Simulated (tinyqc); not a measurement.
# Ballistic conductance of a hard-wall strip of a two-dimensional electron gas by counting modes: conductance against Fermi energy

Subband edges E_n = C (n pi/W)^2/m, n = 1, 2, ...; C = hbar^2/(2 m0). Every mode transmits fully; spin gives the factor 2 in 2 q^2/h, valleys the factor gv.

G = (2 q^2/h) gv M; at zero temperature M counts the edges below Ef, at T it is the sum of degeneracy times f. The smooth (Sharvin) count is kF W/pi, kF = sqrt(m Ef/C), and with the boundary term kF W/pi - 1/2. f = 1/(1 + exp((E_n - Ef)/Vt)).

Parameters, values chosen for the exercise: temperature T = 300 K; mass m = 0.19 m0; valleys gv = 1; width W = 22 nm.

Constants: q = 1.602176634e-19 C, kB = 1.380649e-23 J/K, hbar = 1.054571817e-34 J s, h = 6.62607015e-34 J s, m0 = 9.1093837015e-31 kg, Vt = kB T/q, hbar^2/(2 m0) = 0.0380998212 eV nm^2. Results are converted to the units shown.

Result of one run:
```
Ef (eV)  M at T = 0  M at T  smooth count  with boundary term  G (uS)
0.131             5   5.054         5.660               5.160   391.6
```

What becomes of these results when the Fermi energy above the 2D band edge Ef is changed from 0.131 to 0.169 eV, all else the same?

Result of the changed run:
```
Ef (eV)  M at T = 0  M at T  smooth count  with boundary term  G (uS)
0.169             6   5.859         6.429               5.929   453.9
```

The whole series:
```
Ef (eV)  M at T = 0  M at T  smooth count  with boundary term  G (uS)
0.054             3   2.900         3.634               3.134   224.7
0.093             4   4.100         4.769               4.269   317.7
0.131             5   5.054         5.660               5.160   391.6
0.169             6   5.859         6.429               5.929   453.9
0.207             7   6.566         7.115               6.615   508.8
0.245             7   7.201         7.741               7.241   558.0
0.283             8   7.791         8.319               7.819   603.7
0.322             8   8.348         8.874               8.374   646.8
0.36              9   8.865         9.383               8.883   686.9
0.398             9   9.344         9.866               9.366   724.0
0.436            10   9.818         10.33               9.826   760.7
```

The integer count climbs from 3 to 10; the smooth count goes as Ef^(0.50). In the last row M at T is 4.9 % below the smooth count and 0.080 % below the count with the boundary term: hard walls push the wave away from the edge and cost modes. The largest gap between M at T and the integer count is 0.43. In 4 of the 11 rows Ef exceeds 0.3 eV, where real bands are no longer parabolic.

Numbers from tinyqc (`OMP_NUM_THREADS=1 python tinyqc.py 2740007 2740008 out.jsonl`; about 0.04 s on one thread of a shared Intel Xeon 2.30GHz).
